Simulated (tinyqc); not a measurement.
Dopants and charged point defects at anneal temperature: Fermi-level effect, clustering and pairing: one step, computed by the program tinyqc. Command: `OMP_NUM_THREADS=1 python tinyqc.py 3001826 3001827 out.jsonl pairing walk`. One thread of a shared host (Intel(R) Xeon(R) Processor @ 2.30GHz), about 0.01 s of CPU time with the checks.

Boltzmann statistics and full ionisation of active dopants. Energies are counted from the valence band; the defect (a vacancy or self-interstitial) has five charge states, with all degeneracy factors one.

Problem. Pairing in storage. An oppositely charged mobile impurity (density M) pairs with the dopant: pairs/free = Z (N_2/N_s) exp(E_b/k_B T_2) for M << N_2; capture radius R = e^2/(4 pi eps eps_0 k_B T_2); D_m = D_0 exp(-E_m/k_B T_2); association rate 4 pi R D_m N_2; dissociation rate = association rate/(pairs/free); tau = 1/(sum of both). Trapping slows long-range motion to D_m/(1 + pairs/free).

Inputs (values chosen for the exercise, with bands modelled on silicon):

| quantity | value | unit |
|---|---|---|
| site density N_s | 3.2e+22 | cm^-3 |
| pair binding energy E_b | 0.95 | eV |
| pair configurations Z | 4 | - |
| storage temperature T_2 | 500 | K |
| impurity diffusion prefactor D_0 | 0.0023 | cm^2/s |
| impurity migration energy E_m | 0.67 | eV |
| dielectric constant eps | 12.2 | - |
| active dopant density in the stored part N_2 | 1.3e+15 | cm^-3 |

Dopant: donor. Second part: pairing with a mobile impurity.

Constants: k_B = 8.617333262e-05 eV/K; e^2/(4 pi eps_0) = 14.39964548 eV angstrom.

Give: pairs/free; paired share; capture radius R; D_m; pairing time constant; effective diffusivity of the impurity.

Solution.

pairs/free = 611.55

paired share = 0.99837

capture radius R = 27.394 angstrom

D_m = 4.0591e-10 cm^2/s

pairing time constant = 0.54962 s

effective diffusivity of the impurity = 6.6265e-13 cm^2/s
